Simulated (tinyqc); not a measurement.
Resistivity of narrow wires: free and nearly free electrons in a metal.

The cubic cell holds 4 atoms: n = 4 z/a^3, kF = (3 pi^2 n)^(1/3), EF = c kF^2/m, vF = 2 c kF/(m hbar), c = hbar^2/2m0; rs = (3/(4 pi n))^(1/3)/a0; D(EF) = 3 n/(2 EF).

Square wire of width w with grain size w: rho/rho0 = 1/(1 - 3 al/2 + 3 al^2 - 3 al^3 ln(1 + 1/al)) + (3/4) (1 - p) l/w, with al = (l/w) Rg/(1 - Rg) (Mayadas-Shatzkes plus the thick-wire form of Fuchs-Sondheimer); l = hbar kF/(n e^2 rho), e = 1.602176634e-19 C.

Constants: hbar^2/2m0 = 3.80998211 eV angstrom^2; hbar = 6.58211957e-16 eV s; a0 (Bohr radius) = 0.5291772105 angstrom.

Inputs chosen for the exercise (near those of Cu, whose d bands this model ignores; not measured data):
- a = 3.648 angstrom (fcc lattice constant)
- z = 1 (free electrons an atom)
- m = 1 m0 (mass)
- rho = 1.9 micro-ohm cm (bulk resistivity)
- p = 0.2 (specularity of the surfaces)
- Rg = 0.12 (reflection at grain boundaries)

Wires:

| w (nm) | al | grain term (factor - 1) | surface term | rho (micro-ohm cm) |
|---|---|---|---|---|
| 200 | 0.024 | 0.036 | 0.106 | 2.17 |
| 100 | 0.048 | 0.071 | 0.212 | 2.44 |
| 50 | 0.096 | 0.141 | 0.424 | 2.97 |
| 30 | 0.161 | 0.232 | 0.707 | 3.68 |
| 20 | 0.241 | 0.344 | 1.060 | 4.57 |
| 14 | 0.344 | 0.487 | 1.514 | 5.70 |
| 10 | 0.482 | 0.676 | 2.120 | 7.21 |
| 7 | 0.688 | 0.957 | 3.028 | 9.47 |

l = 35.33 nm

At 7 nm the resistivity is 4.98 times the bulk value; surfaces add more (0.96 from grains, 3.03 from surfaces). It passes twice the bulk value between 30 and 20 nm. The surface formula is meant for w above l = 35 nm, so the rows below that are rough.

(tinyqc, `OMP_NUM_THREADS=1 python tinyqc.py 1681986 1681987 out.jsonl`, Intel(R) Xeon(R) Processor @ 2.30GHz, 1 thread, shared host, about 0.01 s.)
